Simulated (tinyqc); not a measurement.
From rigid to soft shells: rigid-ion and shell models of the dielectric response of an ionic crystal. Computed by tinyqc, a small Python program. Command: `OMP_NUM_THREADS=1 python tinyqc.py 3005578 3005579 out.jsonl shell walk`. One thread of a shared host (Intel(R) Xeon(R) Processor @ 2.30GHz), about 0.01 s of CPU time with the checks.

Charges +Z and -Z; 6 nearest neighbours, Madelung constant M = 1.747565, volume per ion pair Omega = 2.000000 d^3. Energy per pair U = -M Z^2 e2/d + 6 A exp(-d/rho), e2 = e^2/(4 pi eps_0). In the shell model the anion is a core of charge Y - Z and a massless shell of charge -Y, joined by the spring k; the repulsion acts on the shell. Each ion feels the Lorentz field E + (4 pi/3) P (Gaussian units).

Inputs (values chosen for the exercise, for a model crystal):
```
quantity                       value           unit
nearest-neighbour distance d    3.26       angstrom
ionic charge Z                     1              e
hardness d/rho                  8.68              -
cation mass                      174              u
anion mass                     32.06              u
shell charge size Y             2.68              e
core-shell spring k             25.3  eV/angstrom^2
cation polarisability alpha_+   0.15     angstrom^3
```

Structure: rock salt.

Constants: e^2/(4 pi eps_0) = 14.39964548 eV angstrom; 1 eV/angstrom^3 = 160.2176634 GPa; nu for 1 eV/(angstrom^2 u) = 15.6333042 THz; 1 THz = 33.35640952 1/cm.

Method:
- Zero pressure fixes 6 A exp(-d/rho) = M Z^2 e2 rho/d^2. Then U = -(M Z^2 e2/d)(1 - rho/d), B = M Z^2 e2 (d/rho - 2)/(9 Omega d), and the spring of one sublattice against the other is R = (1/3) x (Laplacian of the repulsion summed over neighbours) = M Z^2 e2 (d/rho - 2)/(3 d^3), so R = 3 B Omega/d^2.
- With C = 4 pi Z^2 e2/(3 Omega): mu lambda_TO = R - C, mu lambda_LO = R + 2 C; eps_inf = 1 and eps_s = lambda_LO/lambda_TO.
- lambda in eV/(angstrom^2 u) gives the wavenumber 15.6333042 x 33.35640952 x sqrt(lambda); mu is the reduced mass.
- Eliminating the shell gives the anion polarisability alpha_- = Y^2 e2/(k + R), the Szigeti charge Z_S = Z - Y R/(k + R) and the softened spring R' = k R/(k + R). With b = 4 pi (alpha_+ + alpha_-)/(3 Omega): eps_inf = (1 + 2b)/(1 - b) (Clausius-Mossotti); Born charge Z* = Z_S (eps_inf + 2)/3.
- mu lambda_TO = R' - (4 pi e2/(3 Omega)) Z_S^2/(1 - b); mu lambda_LO = mu lambda_TO + 4 pi e2 Z*^2/(eps_inf Omega); eps_s = eps_inf lambda_LO/lambda_TO.

repulsive spring R = 1.61729 eV/angstrom^2

volume Omega = 69.2920 angstrom^3

omega_LO, rigid ions = 183.665 1/cm

Response against the core-shell spring:
```
k (eV/angstrom^2)  eps_inf      Z_S      Z*  omega_TO (1/cm)  omega_LO (1/cm)   eps_s
20                  2.2752  0.79950  1.1393           84.055           148.43  7.0948
25                  1.9680  0.83716  1.1073           84.575           153.28  6.4644
33                  1.7022  0.87479  1.0796           85.023           158.71  5.9313
46                  1.4899  0.90898  1.0574           85.379           164.24  5.5133
66                  1.3390  0.93590  1.0417           85.630           169.08  5.2207
100                 1.2279  0.95735  1.0301           85.816           173.30  5.0072
200                 1.1253  0.97850  1.0194           85.986           177.81  4.8118
760                 1.0527  0.99431  1.0118           86.107           181.45  4.6746
```

From the stiffest to the softest shell eps_inf rises from 1.05 to 2.28 and Z_S falls from 0.99 to 0.80; omega_LO moves by -18 % and omega_TO by -2.4 %. Screening by eps_inf cuts the LO frequency, which rigid ions overstate (rigid ions: 184 per cm); eps_s goes from 4.67 to 7.09.
